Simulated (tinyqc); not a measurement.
Worked calculation: plane-wave Kohn-Sham cycle with exchange-only LDA in a layered model solid. One step of it, computed by the program tinyqc.

Problem. Iteration 2: levels at that k. Diagonalise the Hermitian matrix.

H (hartree), lower triangle:
```
           -3         -2         -1         +0         +1         +2        +3
-3   1.719670
-2  -0.146988   0.572634
-1  -0.115272  -0.146988  -0.064608
+0  -0.000527  -0.115272  -0.146988  -0.192056
+1  -0.000139  -0.000527  -0.115272  -0.146988   0.190289
+2  -0.000009  -0.000139  -0.000527  -0.115272  -0.146988   1.082428
+3   0.000006  -0.000009  -0.000139  -0.000527  -0.115272  -0.146988  2.484360
```

Give: eigenvalues.

Solution.

eigenvalues (hartree): -0.3992  0.0153  0.2231  0.6044  1.1014  1.7436  2.5040
